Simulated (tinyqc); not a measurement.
Worked calculation: thin (001) film in sp3s* tight binding with raised dangling bonds. Values are carried at full precision from step to step, so a last printed digit may differ when a step is redone from the rounded ones.

sp3s* tight binding, nearest neighbours only: anion (a) at 0, cation (c) at a/4 (1,1,1), orbitals s, px, py, pz, s* on each; k in units of 2 pi/a. With phases e_j = exp(i (pi/2) k.n_j) for n = (1,1,1), (1,-1,-1), (-1,1,-1), (-1,-1,1): g0 = (e1+e2+e3+e4)/4, g1 = (e1+e2-e3-e4)/4, g2 = (e1-e2+e3-e4)/4, g3 = (e1-e2-e3+e4)/4. The diagonal holds the levels Esa, Epa, Exa (s*) and Esc, Epc, Exc. Anion-cation block: <sa|sc> = Vss g0; <sa|xc> = Vsapc g1; <xa|sc> = -Vscpa g1; <xa|xc> = Vxx g0; <xa|yc> = <ya|xc> = Vxy g3, <xa|zc> = <za|xc> = Vxy g2, <ya|zc> = <za|yc> = Vxy g1; <s*a|xc> = Vxapc g1; <xa|s*c> = -Vpaxc g1; y and z take g2 and g3 in place of g1; s-s* and s*-s* vanish.

Inputs chosen for the exercise (out of a larger set: near a published set for Si, fitted to gaps, whose masses and valley positions are rough; not measured data): p = (-4.22, 1.734, -4.22, 1.734, 6.663, 6.663, -8.209, 1.721, 4.584, 5.715, 5.715, 5.384, 5.384) eV (order Esa, Epa, Esc, Epc, Exa, Exc, Vss, Vxx, Vxy, Vsapc, Vscpa, Vxapc, Vpaxc); N = 4 (atomic planes in the small film); dl = 30 eV (shift of the dangling hybrids).

## Bulk edges along [001]

Gap at Gamma and minimum on (0,0,kz), kz from 0.5 to 1, from the bulk Ev. States at zero in-plane momentum come from this line alone.

edges (eV): Gamma 3.4420, Delta 1.1489

kz of the minimum = 0.7342 2 pi/a

## The two blocks of the small film

Planes alternate anion (a), cation (c) along [001], a/4 apart, starting with an anion; zero in-plane momentum; levels counted from the bulk Ev, the lower root of [[Epa, Vxx], [Vxx, Epc]]; no spin-orbit coupling. Block of s, pz, s*: from an anion to the cation above, Vss/2 (s,s), Vsapc/2 (s,z), -Vscpa/2 (z,s), Vxx/2 (z,z), Vxapc/2 (s*,z), -Vpaxc/2 (z,s*); to the cation below the same with the s-z and s*-z signs reversed. Block of u = (px + py)/sqrt2 and v = (px - py)/sqrt2: to the cation above (Vxx + Vxy)/2 for u and (Vxx - Vxy)/2 for v, to the cation below the reverse. Each surface atom has two dangling sp3 hybrids; raising both by dl adds (dl/2) [[1, t], [t, 1]] to its s, pz levels (t = -1 at the bottom face, +1 at the top) and dl to the one of u, v in whose plane the missing bonds lie (v for a bottom anion or a top cation, u for a top anion).

Fill them in.

s, pz, s* block (eV):
```
         sa1      za1    *a1     sc2     zc2     *c2     sa3     za3     *a3     sc4     zc4     *c4
sa1   10.767  -15.000      0  -4.104   2.857       0       0       0       0       0       0       0
za1  -15.000   16.721      0  -2.857   0.861  -2.692       0       0       0       0       0       0
*a1        0        0  6.650       0   2.692       0       0       0       0       0       0       0
sc2   -4.104   -2.857      0  -4.233       0       0  -4.104   2.857       0       0       0       0
zc2    2.857    0.861  2.692       0   1.721       0  -2.857   0.861  -2.692       0       0       0
*c2        0   -2.692      0       0       0   6.650       0   2.692       0       0       0       0
sa3        0        0      0  -4.104  -2.857       0  -4.233       0       0  -4.104   2.857       0
za3        0        0      0   2.857   0.861   2.692       0   1.721       0  -2.857   0.861  -2.692
*a3        0        0      0       0  -2.692       0       0       0   6.650       0   2.692       0
sc4        0        0      0       0       0       0  -4.104  -2.857       0  10.767  15.000       0
zc4        0        0      0       0       0       0   2.857   0.861   2.692  15.000  16.721       0
*c4        0        0      0       0       0       0       0  -2.692       0       0       0   6.650
```

u, v block (eV), rows ua1, va1, uc2, vc2, ua3, va3, uc4, vc4 and columns alike:
$$\begin{pmatrix}
1.721 & 0 & 3.152 & 0 & 0 & 0 & 0 & 0 \\
0 & 31.721 & 0 & -1.431 & 0 & 0 & 0 & 0 \\
3.152 & 0 & 1.721 & 0 & -1.431 & 0 & 0 & 0 \\
0 & -1.431 & 0 & 1.721 & 0 & 3.152 & 0 & 0 \\
0 & 0 & -1.431 & 0 & 1.721 & 0 & 3.152 & 0 \\
0 & 0 & 0 & 3.152 & 0 & 1.721 & 0 & -1.431 \\
0 & 0 & 0 & 0 & 3.152 & 0 & 1.721 & 0 \\
0 & 0 & 0 & 0 & 0 & -1.431 & 0 & 31.721
\end{pmatrix}$$

## Levels of the small film

Diagonalise both blocks.

levels of the s, pz, s* block (eV): [-11.186, -7.856, -3.207, 2.076, 2.233, 3.794, 6.733, 6.879, 9.045, 9.475, 29.264, 29.304]

levels of the u, v block (eV): [-2.227, -1.493, -0.796, 4.238, 4.797, 5.669, 31.783, 31.797]

No level lies between 0 and the bulk edge 1.149 eV; confinement has widened the gap at zero in-plane momentum to 2.872 eV.

## Checks

- Lowest conduction level of 201 planes, with the dangling hybrids shifted far away, against the bulk edge: 1.150 against 1.149.

tinyqc: `OMP_NUM_THREADS=1 python tinyqc.py 1450115 1450116 out.jsonl`; about 0.4 s, one thread, shared Intel(R) Xeon(R) Processor @ 2.30GHz.
